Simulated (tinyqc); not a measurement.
Comparisons within one model: model-solid line-up of a strained alloy layer on a substrate. A value that a table varies takes the place of the one given here.

All values of the alloy are linear in x but the gap, Eg(x) = (1 - x) Eg_A + x Eg_B - C x (1 - x), and the valence edge, Ev(x) = (1 - x) Ev_A + x Ev_B + fv C x (1 - x); Ec = Ev + Eg. Ev is the top of the unstrained valence band on a scale common to all materials. In the layer only the Gamma valley of the conduction band is followed, also where an X or L valley would lie lower.

Coherent growth on a (110) face: e_par = (a_s - a)/a, e_perp = -(C11 + 3 C12 - 2 C44)/(C11 + C12 + 2 C44) e_par; exx = eyy = (e_par + e_perp)/2, ezz = e_par, exy = (e_perp - e_par)/2, eyz = ezx = 0.

Strained edges: Ec + ac tr(e); the valence edges are Ev plus the levels of the 6 x 6 matrix of X, Y, Z times spin with -Dso/3 + l exx + m (eyy + ezz) on the diagonal (cyclic), n exy off it, l = av + 2 b, m = av - b, n = sqrt(3) d. Spin-orbit term (Dso/3) L.sigma on X, Y, Z with (L_k)_ij = -i epsilon_kij: <X+|H|Y+> = -i Dso/3, <X+|H|Z-> = Dso/3, <Y+|H|Z-> = -i Dso/3, <Z+|H|X-> = -Dso/3, <Z+|H|Y-> = i Dso/3, <X-|H|Y-> = i Dso/3, and their conjugates; + and - are the spin along z.

dEc = Ec(substrate) - Ec(layer), dEv = Ev(layer) - Ev(substrate); positive values confine the carrier in the layer. Type I: both of one sign; type II: opposite signs; type III: the gaps do not overlap.

Coherent growth: e_par = (a_s - a)/a. (001): e_perp = -2 (C12/C11) e_par; exx = eyy = e_par, ezz = e_perp, no shear. (111): e_perp = -(2 C11 + 4 C12 - 4 C44)/(C11 + 2 C12 + 4 C44) e_par; exx = eyy = ezz = (2 e_par + e_perp)/3 and exy = eyz = ezx = (e_perp - e_par)/3. (110): e_perp = -(C11 + 3 C12 - 2 C44)/(C11 + C12 + 2 C44) e_par; exx = eyy = (e_par + e_perp)/2, ezz = e_par, exy = (e_perp - e_par)/2, eyz = ezx = 0.

Values chosen for the exercise (A near InP, B near GaP, substrate near GaAs; shifted at random, so the results belong to these values and not to a real crystal): a = (5.878, 5.446) angstrom (lattice constant of A, B); Eg = (1.423, 2.929) eV (gap at Gamma to the s-like level of A, B); Dso = (0.109, 0.079) eV (spin-orbit splitting of A, B); Ev = (-0.93, -1.25) eV (top of the unstrained valence band of A, B); ac = (-5.97, -8.16) eV (conduction deformation potential of A, B); av = (0.61, 1.7) eV (valence hydrostatic potential of A, B); b = (-1.98, -1.59) eV (tetragonal shear potential of A, B); d = (-4.96, -4.59) eV (trigonal shear potential of A, B); C11 = (99.8, 140.6) GPa (of A, B); C12 = (55.9, 62.6) GPa (of A, B); C44 = (45.1, 70.7) GPa (of A, B); C = 0.659 eV (bowing of the gap); fv = 0 (share of the bowing taken by the valence edge); a_s = 5.645 angstrom (substrate); Eg_s = 1.511 eV (lowest gap of the substrate); Ev_s = -0.79 eV (substrate valence edge); face = 110 (growth face); x = 0.71 (fraction of B).

## Composition against offsets

Each composition is strained to the same substrate.

Results:

| x | e_par (%) | relaxed gap (eV) | strained gap (eV) | valence splitting (meV) | dEc (eV) | dEv (eV) | type |
|---|---|---|---|---|---|---|---|
| 0.14 | -2.97 | 1.554 | 1.683 | 93 | -0.103 | -0.069 | I |
| 0.25 | -2.17 | 1.676 | 1.788 | 77 | -0.134 | -0.144 | I |
| 0.36 | -1.35 | 1.813 | 1.895 | 60 | -0.171 | -0.213 | I |
| 0.47 | -0.53 | 1.967 | 2.003 | 34 | -0.216 | -0.276 | I |
| 0.58 | 0.31 | 2.136 | 2.084 | 28 | -0.268 | -0.305 | I |
| 0.69 | 1.17 | 2.321 | 2.104 | 115 | -0.326 | -0.267 | I |
| 0.80 | 2.04 | 2.522 | 2.121 | 203 | -0.391 | -0.219 | I |
| 0.91 | 2.92 | 2.739 | 2.140 | 288 | -0.461 | -0.168 | I |

The alloy matches the substrate at x = 0.539, where the top valence edge changes its character and the splitting passes through zero. The strained gap runs from 1.683 to 2.140 eV, against 1.554 to 2.739 eV for the relaxed alloy: strain takes back part of the change that the composition makes. Strains above 2 % can be kept only in layers of a few nanometres. The line-up is type I throughout, with the layer as the barrier. Where the alloy is indirect its X or L edge, left out, lies lower and sets the real gap and dEc.

## The same layer on three faces

Composition and substrate are kept.

Results:

| face | e_perp (%) | tr(e) (%) | shift of Ec (meV) | shift of Ev (meV) | valence splitting (meV) | gap (eV) |
|---|---|---|---|---|---|---|
| (001) | -1.247 | 1.400 | -105.3 | 87.7 | 112.1 | 2.1635 |
| (111) | -0.650 | 1.997 | -150.3 | 114.0 | 139.9 | 2.0923 |
| (110) | -0.771 | 1.875 | -141.1 | 108.7 | 131.0 | 2.1068 |

The layer yields most along the normal on (001) and least on (111), so the volume change, and with it the shift of Ec, is largest on (111). The valence splitting, set by b on (001), by d on (111) and by both on (110), is largest on (111). The gaps span 71 meV, from (111) to (001).

## What each parameter does

Strained gap, valence splitting and offsets. Each row changes one parameter from the base and keeps the others.

Results:

| case | gap (eV) | splitting (meV) | dEc (eV) | dEv (eV) |
|---|---|---|---|---|
| base | 2.1068 | 131.0 | -0.3373 | -0.2585 |
| x = 0.69 | 2.1036 | 114.8 | -0.3260 | -0.2666 |
| a_s = 5.665 angstrom | 2.0350 | 169.2 | -0.2990 | -0.2250 |
| C = 0.759 eV | 2.0862 | 131.0 | -0.3167 | -0.2585 |
| fv = 0.2 | 2.1068 | 131.0 | -0.3644 | -0.2314 |
| Ev_s = -0.74 eV | 2.1068 | 131.0 | -0.2873 | -0.3085 |
| Dso = (0.125, 0.091) eV | 2.1087 | 129.6 | -0.3373 | -0.2604 |
| av = (0.701, 1.955) eV | 2.1029 | 131.0 | -0.3373 | -0.2546 |
| d = (-5.704, -5.278) eV | 2.0947 | 146.3 | -0.3373 | -0.2464 |

The largest shifts from the base row, up to three for each result and ties (the steps differ in size, so this ranks the rows, not the parameters). gap (eV): a_s -0.0717, C -0.0206, d -0.0120; unchanged at the printed digits by fv and Ev_s. splitting (meV): a_s +38.2, x -16.2, d +15.3; unchanged at the printed digits by C, fv, Ev_s and av. dEc (eV): Ev_s +0.0500, a_s +0.0383, fv -0.0271; unchanged at the printed digits by Dso, av and d. dEv (eV): Ev_s -0.0500, a_s +0.0334, fv +0.0271; unchanged at the printed digits by C.

tinyqc: `OMP_NUM_THREADS=1 python tinyqc.py 1050790 1050791 out.jsonl`; about 0.01 s, one thread, shared Intel(R) Xeon(R) Processor @ 2.30GHz.
